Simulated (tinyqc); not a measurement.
# Polycrystalline film, grain-boundary barriers (Seto model): several studies

One-dimensional grains of size Lg with donors N; each boundary has Qt acceptor-like traps per area at one level Et below the band edge. Trapped electrons qt deplete a width w = qt/N (both sides together) and raise a barrier Vb = q N w^2/(8 eps0 eps_r). Current crosses the barriers by thermionic emission at small bias. Abrupt depletion, full ionisation, Boltzmann statistics.

Values chosen for this exercise; values close to those of polycrystalline silicon: temperature T = 300 K; relative permittivity of the semiconductor eps_r = 11.7; grain size Lg = 200 nm; trap density at a boundary Qt = 1.9e12 cm^-2; donor density N = 7.4e17 cm^-3; mobility inside a grain mg = 110 cm^2/(V s); collection velocity at the barrier vc = 5.4e6 cm/s; conduction-band density of states at T Nc = 2.8e19 cm^-3; trap level below the band edge Et = 0.42 eV.

Constants: q = 1.602176634e-19 C, kB = 1.380649e-23 J/K, Vt = kB T/q, eps0 = 8.8541878128e-14 F/cm where lengths are in cm. Results are converted to the units shown.

Each table varies one quantity; the others keep the values above.

## Effect of the grain size

Partly depleted grains: the density at the grain centre is n0 = N and qt = Qt/(1 + 2 (Nc/N) exp((Vb - Et)/Vt)). If that gives qt >= N Lg, the grains are fully depleted: qt = N Lg, w = Lg and n0 = 2 Nc exp((Vb - Et)/Vt)/(Qt/(N Lg) - 1). Resistivity: barriers rb = Vt exp(Vb/Vt)/(q n0 vc Lg), grain interior rg = (1 - w/Lg)/(q mg N); effective mobility 1/(q N (rb + rg)).

The same in every row: Vb (V) = 0.09426; n0 (cm^-3) = 7.400e17.

Result of one run:

| Lg (nm) | w/Lg | resistivity (ohm cm) |
|---|---|---|
| 65 | 0.3949 | 0.2845 |

What becomes of these results when the grain size Lg is changed from 65 to 1200 nm, all else the same?

Result of the changed run:

| Lg (nm) | w/Lg | resistivity (ohm cm) |
|---|---|---|
| 1200 | 0.02139 | 0.08793 |

The whole series:

| Lg (nm) | w/Lg | resistivity (ohm cm) |
|---|---|---|
| 40 | 0.6417 | 0.4144 |
| 65 | 0.3949 | 0.2845 |
| 110 | 0.2334 | 0.1995 |
| 170 | 0.1510 | 0.1561 |
| 280 | 0.09168 | 0.1249 |
| 450 | 0.05704 | 0.1067 |
| 740 | 0.03469 | 0.09493 |
| 1200 | 0.02139 | 0.08793 |

As Lg goes from 40 to 1200 nm, the barrier stays at 0.0943 V and the resistivity falls from 0.414 to 0.0879 ohm cm. The grains are fully depleted in 0 of the 8 rows.

## Effect of the donor density

Same model as above.

Results:

| N (cm^-3) | w/Lg | Vb (V) | n0 (cm^-3) | resistivity (ohm cm) |
|---|---|---|---|---|
| 4.8e15 | 1.0000 | 0.037118 | 1.1018e12 | 5699.4 |
| 2e16 | 1.0000 | 0.15466 | 5.2075e14 | 1137.3 |
| 4e16 | 0.89158 | 0.24588 | 4.0000e16 | 504.77 |
| 8.2e16 | 0.62443 | 0.24724 | 8.2000e16 | 259.69 |
| 1.7e17 | 0.42704 | 0.23973 | 1.7000e17 | 93.788 |
| 3.4e17 | 0.27208 | 0.19463 | 3.4000e17 | 8.2972 |
| 6.9e17 | 0.13763 | 0.10107 | 6.9000e17 | 0.17892 |
| 1.4e18 | 0.067856 | 0.049848 | 1.4000e18 | 0.045118 |
| 2.9e18 | 0.032758 | 0.024065 | 2.9000e18 | 0.020232 |

Estimate the missing row, N = 9.7e15 cm^-3.

Computed row:

| N (cm^-3) | w/Lg | Vb (V) | n0 (cm^-3) | resistivity (ohm cm) |
|---|---|---|---|---|
| 9.7e15 | 1.0000 | 0.075010 | 1.0196e13 | 2667.1 |

With this row back in the table: As N goes from 4.8e15 to 2.9e18 cm^-3, the barrier goes from 0.0371 through a maximum of 0.247 (at N = 8.2e16 cm^-3 among the rows listed) to 0.0241 V and the resistivity falls from 5700 to 0.0202 ohm cm. The grains are fully depleted in 3 of the 10 rows. The steepest fall, as N^(-5.4), lies between 3.4e17 and 6.9e17 cm^-3; N* = 9.50e16 cm^-3. The barrier grows with N while the grains are depleted and shrinks once they are not, hence the maximum. At N = 4.8e15, 1.4e18, 2.9e18 cm^-3 the barrier is under 2 Vt, where the depletion and emission pictures are rough.

## Effect of the trap density at a boundary

Same model as above.

The same in every row: n0 (cm^-3) = 7.4000e17.

Effect of the trap density at a boundary:

| Qt (cm^-2) | w/Lg | Vb (V) | resistivity (ohm cm) |
|---|---|---|---|
| 3.2e11 | 0.021621 | 0.0026751 | 0.077258 |
| 4.7e11 | 0.031756 | 0.0057709 | 0.076766 |
| 6.9e11 | 0.046621 | 0.012438 | 0.076369 |
| 1e12 | 0.067566 | 0.026124 | 0.077042 |
| 1.5e12 | 0.10134 | 0.058773 | 0.088516 |
| 2.2e12 | 0.14852 | 0.12622 | 0.33171 |
| 3.2e12 | 0.20339 | 0.23671 | 19.192 |
| 4.8e12 | 0.22409 | 0.28735 | 135.72 |

Read the table: what changes, and by how much?

As Qt goes from 3.2e11 to 4.8e12 cm^-2, the barrier rises from 0.00268 to 0.287 V and the resistivity goes from 0.0773 through a minimum of 0.0764 (at Qt = 6.9e11 cm^-2 among the rows listed) to 136 ohm cm. The grains are fully depleted in 0 of the 8 rows. For Qt = 3.2e11 to 1e12 cm^-2 the barrier is under 2 Vt, where the depletion and emission pictures are rough.

tinyqc, about 0.01 s, one thread, Intel Xeon 2.30GHz (shared host): `OMP_NUM_THREADS=1 python tinyqc.py 2610033 2610034 out.jsonl`
